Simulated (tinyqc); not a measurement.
Resistance of a source-drain extension with a graded tip: one step of the calculation.

y runs along the channel, the gate covers y > 0. The doping is N0 for y < y0 and N0 10^(-(y - y0)/la) beyond, uniform over the depth xj. Sheet conductance s(y) = q mu(N) max(N - Nch, 0) xj + (for y > 0) ma Cox Vo, with mu(N) = u0 + (u1 - u0)/(1 + (N/Nr)^au) and Cox = eps0 eox/tox. Current is taken as one-dimensional; depletion of the tip, spreading and the contact are left out. The metallurgical junction lies at yj, where N = Nch.

Task. Sheet resistances and junction position. yj = y0 + la log10(N0/Nch); sheet resistance of the full extension 1/[q mu(N0)(N0 - Nch) xj] and of the gate-induced layer 1/(ma Cox Vo); metallurgical length Lg - 2 yj; ye is where the doped and the gate-induced conductances are equal.

Values chosen for this exercise; mobility law close to that of electrons in silicon: relative permittivity of the gate insulator (close to silicon dioxide) eox = 3.9; insulator thickness tox = 3.9 nm; active doping of the extension far from the gate N0 = 1.4e20 cm^-3; lateral abruptness la = 1.9 nm/decade; position under the gate where the fall begins (gate edge at 0) y0 = 4.2 nm; depth of the extension xj = 21 nm; channel doping Nch = 1.5e18 cm^-3; gate overdrive Vo = 0.87 V; mobility of the gate-induced layer ma = 89 cm^2/(V s); mobility at low doping u1 = 1414 cm^2/(V s); mobility at high doping u0 = 68.5 cm^2/(V s); reference doping Nr = 9.2e16 cm^-3; exponent au = 0.711; gate length Lg = 60 nm.

Constants: q = 1.602176634e-19 C, eps0 = 8.8541878128e-14 F/cm where lengths are in cm. Results are converted to the units shown.

Give: yj; sheet resistance of the extension; sheet resistance of the induced layer; metallurgical length; ye; N at ye.

Result.

yj = 7.943 nm
sheet resistance of the extension = 283.1 ohm/square
sheet resistance of the induced layer = 1.459e4 ohm/square
metallurgical length = 44.11 nm
ye = 7.484 nm
N at ye = 2.617e18 cm^-3

The gate takes over 0.459 nm before the junction, where N is still 1.74 times the channel doping.

Numbers from tinyqc (`OMP_NUM_THREADS=1 python tinyqc.py 2282022 2282023 out.jsonl`; about 0.05 s on one thread of a shared Intel Xeon 2.30GHz).
